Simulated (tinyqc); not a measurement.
Thermal, flicker and telegraph noise of a field-effect transistor: one step, computed by the program tinyqc. Command: `OMP_NUM_THREADS=1 python tinyqc.py 3007164 3007165 out.jsonl noise walk`. One thread of a shared host (Intel(R) Xeon(R) Processor @ 2.30GHz), about 0.01 s of CPU time with the checks.

Strong inversion, threshold roll-off and channel-length modulation left out; noise sources are uncorrelated and are given as one-sided spectral densities.

Task: Operating point. C_ox = 3.9 eps_0/t; V_c = 2 v_s L/mu; I = W C_ox v_s V_ov^2/(V_ov + V_c); g_m = W C_ox v_s V_ov (V_ov + 2 V_c)/(V_ov + V_c)^2; g_d0 = mu C_ox (W/L) V_ov.

Inputs (values chosen for the exercise, modelled on a silicon n-channel): width W = 0.25 micrometre; length L = 220 nm; electrical oxide thickness t = 1.7 nm; mobility mu = 83 cm^2/(V s); saturation velocity v_s = 0.71 1e7 cm/s; overdrive V_ov = 0.62 V.

Operating region: saturation. Flicker model: Hooge.

Constants: eps_0 = 8.8541878128e-12 F/m.

Give: C_ox; drain current I; g_m; g_d0.

Result:

C_ox = 2.031 microfarad/cm^2

drain current I = 31.61 microampere

g_m = 94.77 microsiemens

g_d0 = 118.8 microsiemens
